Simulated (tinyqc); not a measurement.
Changing the natural width Gamma_0: Raman line shape of confined optical phonons and breathing modes of small crystals. Computed by tinyqc, a small Python program. Command: `OMP_NUM_THREADS=1 python tinyqc.py 3010324 3010325 out.jsonl confine sweep`. One thread of a shared host (Intel(R) Xeon(R) Processor @ 2.30GHz), about 0.03 s of CPU time with the checks.

Confinement in 1 direction(s) lets phonons with q away from zero scatter light. q is in units of 2 pi/a, from 0 to 1, and the branch is isotropic: omega(q)^2 = (omega_0^2 + omega_X^2)/2 + ((omega_0^2 - omega_X^2)/2) cos(pi q). The model and its constant beta are phenomenological; beta = 8 is the common choice.

Inputs (values chosen for the exercise, modelled on germanium):
```
quantity                                value      unit
bulk frequency omega_0                  300.9      1/cm
frequency at the zone boundary omega_X    247      1/cm
lattice constant a                      5.658  angstrom
size L                                     12        nm
confinement constant beta                   8         -
probe offset omega - omega_0             -3.6      1/cm
```

Shape: film.

Method:
- Weight W(q) = q^0 exp(-(2 L q/a)^2/(2 beta)) dq, that is exp(-k^2 L^2/(2 beta pi^2)) for k = 2 pi q/a.
- I(omega) = int W(q) / [(omega - omega(q))^2 + (Gamma_0/2)^2] dq / int W dq x (Gamma_0/2)^2, by 400 Gauss-Legendre points on 0 < q < min(1, 2.5 a sqrt(2 beta)/L).
- Bulk Lorentzian 1/(1 + (2 offset/Gamma)^2); mean shift = weighted mean of omega(q) less the bulk frequency.
- The peak is the maximum of I; the width is taken between the half-maximum points, and the asymmetry is the low-side half-width over the high-side one.

One run for each value:
```
natural width Gamma_0 (1/cm)  peak shift (1/cm)  asymmetry  full width (1/cm)  mean shift, from the weights (1/cm)
0.8                                    -0.15641     1.6427             1.2351                             -0.53390
1.2                                    -0.20532     1.4542             1.6733                             -0.53390
1.8                                    -0.26096     1.3037             2.2909                             -0.53390
2.7                                    -0.32004     1.1896             3.1816                             -0.53390
4.1                                    -0.37950     1.1064             4.5408                             -0.53390
6.2                                    -0.43140     1.0536             6.5736                             -0.53390
9.3                                    -0.47135     1.0240             9.5942                             -0.53390
14.0                                   -0.49925     1.0094            14.2160                             -0.53390
```

Over the rows, peak shift (1/cm) falls from -0.156 to -0.499 (exponent d ln y / d ln x 0.67 between the first rows and 0.14 between the last); asymmetry falls from 1.64 to 1.01 (exponent d ln y / d ln x -0.30 between the first rows and -0.035 between the last); full width (1/cm) rises from 1.24 to 14.2 (exponent d ln y / d ln x 0.75 between the first rows and 0.96 between the last). A broad natural line averages over the spread of omega(q): the peak moves towards the mean shift and the asymmetry fades.

Extremes, crossings and ranges named in words are read from the listed rows.
